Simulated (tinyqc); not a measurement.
MOSFET in the linear regime without short-channel effects, parameter extraction from computed curves: two steps of the calculation.

Inversion charge Q = Cox n Vt W0(exp((Vg - VT)/(n Vt))), W0 the Lambert function and n = nf; u = Q/Cox; mobility mu = mu0/(1 + th1 u + th2 u^2); channel resistance Rch = (L - dL)/(W mu Q); Id = Vd/(Rch + Rsd/W). Cox = eps0 eox/tox. Small Vd, no channel-length or drain effects.

Parameters, values chosen for the exercise; channel values of the order met in silicon transistors:

| symbol | value | unit | meaning |
|---|---|---|---|
| T | 300 | K | temperature |
| eox | 3.9 |  | relative permittivity of the gate insulator (close to silicon dioxide) |
| tox | 3.9 | nm | insulator thickness |
| mu0 | 110 | cm^2/(V s) | low-field mobility |
| th1 | 0.15 | 1/V | first mobility attenuation factor |
| th2 | 0 | 1/V^2 | second mobility attenuation factor |
| VT | 0.38 | V | threshold voltage |
| nf | 1.08 |  | body factor |
| W | 0.5 | um | gate width |
| L | 0.32 | um | drawn gate length |
| dL | 0.017 | um | drawn less effective length |
| Rsd | 270 | ohm um | source plus drain resistance |
| Vd | 0.01 | V | drain voltage |

Constants: q = 1.602176634e-19 C, kB = 1.380649e-23 J/K, Vt = kB T/q, eps0 = 8.8541878128e-14 F/cm where lengths are in cm. Results are converted to the units shown.

Problem 1. Transfer curve. u, mu, Rch and Id as defined.

Vg, point 0 to 8 (V): 0.14  0.26  0.38  0.5  0.62  0.74  0.86  0.98  1.1

Wanted: u; mu; Rch; Id.

Solution 1.

```
point      u (V)  mu (cm^2/(V s))  Rch (ohm)    Id (uA)
0      5.1602e-6           110.00   1.2058e9  8.2935e-6
1      3.7455e-4           109.99   1.6613e7  6.0192e-4
2       0.015835           109.74   3.9387e5   0.025354
3       0.087961           108.57      71670    0.13849
4        0.18692           107.00      34221    0.28768
5        0.29425           105.35      22079    0.44211
6        0.40531           103.70      16285    0.59436
7        0.51843           102.06      12935    0.74212
8        0.63286           100.46      10765    0.88458
```

Problem 2. The Y function. Y_i = Id_i/sqrt(gm_i). For Id = beta Vd x/(1 + th x), x = Vg - VT, Y = sqrt(beta Vd) x whatever th. Slope s from points 4 and 7; VT_Y = Vg - Y/s at point 7; beta = s^2/Vd; mobility beta L/(W Cox) with the drawn L; th* = (beta Vd x/Id - 1)/x at point 7.

```
point  Vg (V)       Id (uA)
0        0.14  8.2934812e-6
1        0.26  6.0191840e-4
2        0.38   0.025354448
3         0.5    0.13848541
4        0.62    0.28767696
5        0.74    0.44210769
6        0.86    0.59436314
7        0.98    0.74212045
8         1.1    0.88457772
```

gm, point 1 to 7 (uS): 0.10560898  0.57451453  1.0930105  1.2650929  1.2778591  1.2500532  1.2092274

Find: Y; s; VT_Y; beta; mobility from Y; th*.

Solution 2.

Y, point 1 to 7 (uA^0.5 V^0.5): 0.0018522  0.033451  0.13246  0.25577  0.39110  0.53160  0.67487
s = 1.1642 uA^0.5 V^-0.5
VT_Y = 0.40030 V
beta = 135.53 uA/V^2
mobility from Y = 97.965 cm^2/(V s)
th* = 0.10123 1/V

The mobility from Y is 16 % below mu0 L/(L - dL) = 116 cm^2/(V s), which it should reach in deep inversion when th2 = 0.

Numbers from tinyqc (`OMP_NUM_THREADS=1 python tinyqc.py 2210172 2210173 out.jsonl`; about 0.02 s on one thread of a shared Intel Xeon 2.30GHz).
